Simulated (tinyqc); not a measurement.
Bandgap voltage reference from two bipolar transistors: effect of the temperature coefficient of both resistors.

Two transistors of area 1 and N carry the same current I. Is(T) = Is (T/T0)^eta exp[(Vg0 q/kB)(1/T0 - 1/T)], VBE1 = Vt ln(I/Is(T)) + I rb, VBE2 = Vt ln(I/(N Is(T))) + I rb/N. The amplifier forces I R1(T) = VBE1 - VBE2 + Vos, with R(T) = R (1 + tc (T - T0)) for both resistors, and the output is Vref = VBE1 + I R2(T). Base currents and the Early effect are neglected.

Vt = kB T/q; I = (Vt ln N + Vos)/(R1(T) - rb (1 - 1/N)). Box coefficient: span of Vref between 233 and 398 K over its average over T and over 165 K. The last column is the R2 that gives zero slope at T0.

Inputs (values chosen for the exercise); values of the order met in silicon bipolar transistors:
- T0 = 298 K (reference temperature)
- Vg0 = 1.176 V (band-gap voltage extrapolated to 0 K)
- eta = 3.6 (temperature exponent of the saturation current)
- Is = 4.4e-18 A (saturation current of the unit transistor at T0)
- N = 24 (area ratio of the second transistor)
- R1 = 11 kohm (resistor across which the difference of VBE falls, at T0)
- Vos = 0 mV (offset of the amplifier)
- rb = 0 ohm (series resistance of the unit transistor)
- R2 = 69.16 kohm (output resistor at T0)

Constants: q = 1.602176634e-19 C, kB = 1.380649e-23 J/K. Results are converted to the units shown.

Result of one run:

| I at T0 (uA) | Vref at T0 (V) | slope at T0 (uV/K) | box coefficient (ppm/K) | R2 for zero slope (kohm) |
|---|---|---|---|---|
| 7.419 | 1.236 | 28.93 | 23.18 | 68.00 |

Which temperature coefficient of both resistors tc gave this result: -2000, -1000, 0 or 3000 ppm/K?

tc = -2000 ppm/K.

The whole series:

| tc (ppm/K) | I at T0 (uA) | Vref at T0 (V) | slope at T0 (uV/K) | box coefficient (ppm/K) | R2 for zero slope (kohm) |
|---|---|---|---|---|---|
| -2000 | 7.419 | 1.236 | 28.93 | 23.18 | 68.00 |
| -1000 | 7.419 | 1.236 | 3.255 | 9.989 | 69.03 |
| 0 | 7.419 | 1.236 | -22.42 | 29.27 | 70.06 |
| 1000 | 7.419 | 1.236 | -48.10 | 49.74 | 71.09 |
| 2000 | 7.419 | 1.236 | -73.78 | 70.89 | 72.12 |
| 3000 | 7.419 | 1.236 | -99.46 | 92.07 | 73.16 |

As tc goes from -2000 to 3000, Vref stays at 1.236 V and the box coefficient goes from 23.2 through a minimum of 9.99 (at tc = -1000 among the rows listed) to 92.1 ppm/K.

tinyqc, about 0.02 s, one thread, Intel Xeon 2.30GHz (shared host): `OMP_NUM_THREADS=1 python tinyqc.py 2062044 2062045 out.jsonl`
